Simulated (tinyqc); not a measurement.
Elastic trap-assisted tunnelling through a dielectric: one step of the calculation.

Emitter at x = 0 (Fermi level 0), collector at x = t (Fermi level -V), band edge U(x) = phi - F x, F = V/t. A trap at x has the energy E = U(x) - Et. With G(u) = (4/(3 F)) sqrt(mo/C) max(u, 0)^1.5, C = hbar^2/(2 m0): S1 = G(phi - E) - G(Et), S2 = G(Et) - G(phi - V - E), T1,2 = exp(-S1,2). The steady rate through one trap is nu T1 T2 (f1 - f2)/(T1 + T2), f1 = f(E), f2 = f(E + V), f(y) = 1/(1 + exp(y/Vt)); both contacts offer states at E.

Problem. Rate through a trap near the best position. n equally spaced x from xa to xb, where nearly all of the current flows; J = q Nt times the integral of the rate, by Simpson's rule.

Inputs (values chosen for the exercise); dielectric values close to those of silicon dioxide: temperature T = 350 K; barrier above the emitter Fermi level phi = 3.08 eV; tunnelling mass mo = 0.49 m0; thickness t = 4.2 nm; trap depth below the band edge of the dielectric Et = 2.36 eV; trap density Nt = 6.8e18 cm^-3; attempt frequency nu = 1e14 1/s; points of the grid n = 9; voltage V = 3.16 V; left end of the grid xa = 1.09 nm; right end of the grid xb = 2.18 nm.

Constants: q = 1.602176634e-19 C, kB = 1.380649e-23 J/K, hbar = 1.054571817e-34 J s, m0 = 9.1093837015e-31 kg, Vt = kB T/q, hbar^2/(2 m0) = 0.0380998212 eV nm^2. Results are converted to the units shown.

Find: x; E; S1; S2; f1 - f2; rate; J.

Solution.

```
point  x (nm)    E (eV)      S1      S2  f1 - f2  rate (1/s)
0      1.0900  -0.10010  13.000  23.023  0.96507      9676.6
1      1.2263  -0.20261  14.757  22.768  0.99879       12917
2      1.3625  -0.30512  16.541  22.362  0.99996       19357
3      1.4988  -0.40763  18.352  21.849   1.0000       31475
4      1.6350  -0.51014  20.191  21.248   1.0000       43904
5      1.7712  -0.61265  22.056  20.571   1.0000       21514
6      1.9075  -0.71517  23.946  19.824   1.0000      3919.3
7      2.0438  -0.81768  25.863  19.015   1.0000      585.29
8      2.1800  -0.92019  27.805  18.147   1.0000      84.028
```

J = 0.0020291 A/cm^2

Range of the model: Phonon-assisted (inelastic) capture, chains of traps and a spread of trap depths are left out.

tinyqc, about 0.03 s, one thread, Intel Xeon 2.30GHz (shared host): `OMP_NUM_THREADS=1 python tinyqc.py 2370016 2370017 out.jsonl`
